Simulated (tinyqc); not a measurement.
Current of a Schottky diode by thermionic-emission-diffusion theory, and its read-back from I-V-T and C-V data: one step, computed by the program tinyqc. Command: `OMP_NUM_THREADS=1 python tinyqc.py 3021210 3021211 out.jsonl schottky walk`. One thread of a shared host (Intel(R) Xeon(R) Processor @ 2.30GHz), about 0.01 s of CPU time with the checks.

Full ionisation, no tunnelling, no recombination current. V is the voltage across the junction itself, forward positive.

Question. Barrier at the given bias. N_c(T) = N_c (T/300 K)^(3/2); V_bi = phi_0 - (k_B T/e) ln(N_c(T)/N); surface field F = sqrt(2 e N (V_bi - V - k_B T/e)/(eps eps_0)); image lowering d_phi = sqrt(e F/(4 pi eps eps_0)); effective barrier phi = phi_0 - d_phi.

Inputs (values chosen for the exercise, modelled on n-type GaN):

| quantity | value | unit |
|---|---|---|
| Richardson constant A* | 25.1 | A/(cm^2 K^2) |
| effective density of states at 300 K, N_c | 2.3e+18 | 1/cm^3 |
| permittivity eps | 9.7 | - |
| mobility mu | 1000 | cm^2/(V s) |
| barrier without image force phi_0 | 1.12 | eV |
| doping N | 1.1e+17 | 1/cm^3 |
| junction voltage V | 0.5 | V |
| temperature T | 423 | K |

Barrier: uniform.

Constants: k_B = 8.617333262e-05 eV/K; e = 1.602176634e-19 C; eps_0 = 8.8541878128e-12 F/m.

Give: built-in voltage V_bi; surface field F; image lowering; effective barrier phi.

Answer.

built-in voltage V_bi = 0.99039 V

surface field F = 136.49 kV/cm

image lowering = 45.014 meV

effective barrier phi = 1.0750 eV
